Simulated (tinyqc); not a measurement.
Geometry alone against geometry with stress: oxidation of curved silicon (wires and holes): cylindrical Deal-Grove kinetics with stress-retarded reaction. Computed by tinyqc, a small Python program. Command: `OMP_NUM_THREADS=1 python tinyqc.py 3029040 3029041 out.jsonl wireox walk`. One thread of a shared host (Intel(R) Xeon(R) Processor @ 2.30GHz), about 0.01 s of CPU time with the checks.

Silicon fills r < a and oxide a < r < b. One volume of silicon gives 2.25 volumes of oxide, and the length is fixed.

Inputs (values chosen for the exercise, close to those used for silicon in dry oxygen):
```
quantity,value,unit
prefactor B0,819,um^2/h
activation energy E_B,1.22,eV
prefactor (B/A)0,4.47e+06,um/h
activation energy E_A,2.02,eV
starting silicon radius a0,23,nm
starting oxide x_i,3,nm
viscosity prefactor eta0,3.7e-09,Pa s
viscosity energy E_eta,5.41,eV
critical shear stress s_c,74,MPa
activation volume V_k,6.1,angstrom^3
temperature T,825,C
time t,0.17,h
```

Shape: wire (convex).

Constants: k_B = 8.617333262e-05 eV/K.

Method:
- B = B0 exp(-E_B/(k_B T)), B/A = (B/A)0 exp(-E_A/(k_B T)), eta = eta0 exp(E_eta/(k_B T)); 1 um = 1000 nm.
- Temperatures in kelvin are T(C) + 273.15.
- Geometry: b^2 = b0^2 + 1.25 (a0^2 - a^2), b0 = a0 + x_i.
- Rate of oxide made per interface area: q = 1/[1/k + 2 a |ln(b/a)|/B], and |da/dt| = q/2.25. Reaction k = (B/A) exp(-sigma V_k/(k_B T)). New oxide pushes the old with radial speed u = 1.25 |da/dt| at r = a; the shear stress at radius r is s_c asinh(z a^2/r^2), z = 2 eta u/(a s_c) (Eyring flow), and the compressive normal stress at the interface is sigma = |int_a^b 2 s/r dr| = s_c |F(z) - F(z a^2/b^2)|, F(y) = int_0^y asinh(w)/w dw. q and sigma are solved together. 1 MPa angstrom^3 = 6.241509e-6 eV.
- Integrate da/dt adaptively (tolerance 1e-8); a wire counts as consumed at a = 0.5 nm and a hole as closed at b = 0.5 nm. Planar reference: x^2 + A x = B t + x_i^2 + A x_i, A = B/(B/A).
- A dash marks a stress-free run that has consumed the wire or closed the hole.

B = 2062.03 nm^2/h

B/A = 2.39801 nm/h

low-stress viscosity eta = 2.49175e+16 Pa s

k_B T = 0.0946312 eV

Oxide thickness (nm):
```
t (h),planar,"curved, no stress","curved, with stress",a (nm),sigma (MPa)
0.0051,3.0121,3.0114,3.0106,22.995,178.14
0.0170,3.0405,3.0379,3.0353,22.983,179.58
0.0340,3.0810,3.0757,3.0705,22.966,181.64
0.0680,3.1619,3.1513,3.1408,22.933,185.73
0.1190,3.2833,3.2645,3.2457,22.883,191.84
0.1700,3.4046,3.3774,3.3502,22.833,197.92
0.2550,3.6068,3.5648,3.5232,22.750,207.98
0.3400,3.8089,3.7515,3.6948,22.668,217.95
```

What does the comparison show, and why?

At 0.34 h the thickness is 0.985 of the planar value from geometry alone and 0.970 with stress. On a wire the new oxide spreads over a larger circumference, which thins it, while the oxidant converges on a smaller interface. Stress matters little here. Caution: elasticity of the oxide, stress-dependent diffusion and thin-oxide enhancement are left out.
